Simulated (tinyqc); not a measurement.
Lossy on-chip transmission line with skin effect: two steps of the calculation.

A uniform line in a homogeneous dielectric: c = sqrt(er)/(c0 Z0), l = Z0 sqrt(er)/c0 (c0 = 299792458 m/s), g = w c td, w = 2 pi f. The resistance joins its limits as r = sqrt(r_dc^2 + r_hf^2), with r_dc = rho/(wd th), r_hf = kr rho/(2 delta (wd + th)), delta = sqrt(rho/(pi f mu0)), mu0 = 4 pi 1e-7 H/m; this is an interpolation, and internal inductance, up to 0.05 nH/mm at low frequency, is neglected.

Parameters, values chosen for the exercise:
```
symbol  value  unit            meaning
len       1.2    mm             length
Rg         25   ohm  source resistance
RL        1e5   ohm    load resistance
CL        300    fF   load capacitance
f         5.7   GHz          frequency
```

Problem 1. Propagation constant and impedance. gamma = sqrt((r + i w l)(g + i w c)) = alpha + i beta, Zc = sqrt((r + i w l)/(g + i w c)), roots with positive real part; loss 8.685889638 alpha in dB; phase velocity w/beta.

r = 18.041901 ohm/mm
l = 0.32886104 nH/mm
c = 91.350290 pF/m
g = 0.032716335 S/m

Wanted: gamma len; Zc; loss; phase velocity over c0; r/(w l).

Solution 1.

gamma len = 0.15309+0.27942i
Zc = 71.555-38.279i ohm
loss = 1.1081 dB/mm
phase velocity over c0 = 0.51305
r/(w l) = 1.5318

r exceeds w l, so the line behaves mainly as an RC line at this frequency.

Problem 2. Reflection, input impedance and transfer. ZL = 1/(1/RL + i w CL); reflection (ZL - Zc)/(ZL + Zc); Zin = Zc (ZL + Zc tanh(gamma len))/(Zc + ZL tanh(gamma len)); H = V_load/V_source = [Zin/(Zin + Rg)]/[cosh(gamma len) + (Zc/ZL) sinh(gamma len)].

gamma len = 0.15309147+0.27941798i
Zc = 71.554673-38.279110i ohm

Wanted: ZL; reflection at the load; Zin; H; |H|.

Solution 2.

ZL = 0.087-93.073i ohm
reflection at the load = 0.09279-0.59471i
Zin = 17.030-57.659i ohm
H = 0.77043-0.60055i
|H| = -0.20351 dB

tinyqc, about 0.01 s, one thread, Intel Xeon 2.30GHz (shared host): `OMP_NUM_THREADS=1 python tinyqc.py 2810203 2810204 out.jsonl`
